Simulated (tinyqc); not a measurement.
Worked calculation: Born-Oppenheimer dynamics on the LDA (VWN5)/6-311g surface (energies and gradients from PySCF), for H2, spin multiplicity 1. Computed by tinyqc, a small Python program that keeps every step (integrals from PySCF). Settings: charge = 0, multiplicity = 1, basis = 6-311g, functional = lda,vwn, time step (fs) = 0.2, steps = 16. Command: `OMP_NUM_THREADS=1 python tinyqc.py 31532 31533 out.jsonl` (the two numbers bound the seeds that draw the settings). One thread of a shared host (Intel(R) Xeon(R) Processor @ 2.60GHz), about 2 s of CPU time with the checks.

positions (bohr), order 1H, 2H:
```
[[0.000000, 0.000000, 0.000000],
 [0.000000, 0.000000, 1.262337]]
```

The total energy should stay constant up to terms of order dt^2; the step counts as short enough if it moves by less than 2 % of the largest kinetic energy.

Trajectory:
```
time (fs)  1H-2H (angstrom)  potential (hartree)  kinetic (hartree)  total (hartree)
0.000000           0.668000          -1.12732182         0.00186990      -1.12545192
0.200000           0.665448          -1.12690912         0.00146206      -1.12544706
0.400000           0.666416          -1.12706732         0.00161838      -1.12544894
0.600000           0.670858          -1.12776719         0.00231018      -1.12545700
0.800000           0.678572          -1.12888270         0.00341367      -1.12546903
1.000000           0.689218          -1.13022416         0.00474212      -1.12548204
1.200000           0.702356          -1.13158332         0.00609001      -1.12549331
1.400000           0.717480          -1.13277489         0.00727374      -1.12550115
1.600000           0.734059          -1.13366378         0.00815878      -1.12550501
1.800000           0.751567          -1.13417529         0.00867008      -1.12550522
2.000000           0.769503          -1.13429147         0.00878884      -1.12550263
2.200000           0.787411          -1.13403934         0.00854112      -1.12549822
2.400000           0.804882          -1.13347653         0.00798364      -1.12549289
2.600000           0.821560          -1.13267770         0.00719039      -1.12548731
2.800000           0.837139          -1.13172376         0.00624179      -1.12548197
3.000000           0.851362          -1.13069413         0.00521698      -1.12547715
3.200000           0.864016          -1.12966186         0.00418886      -1.12547300
```

Is the time step short enough?

Yes. The total energy moves within 5.8e-05 hartree, under 2 % of the largest kinetic energy.
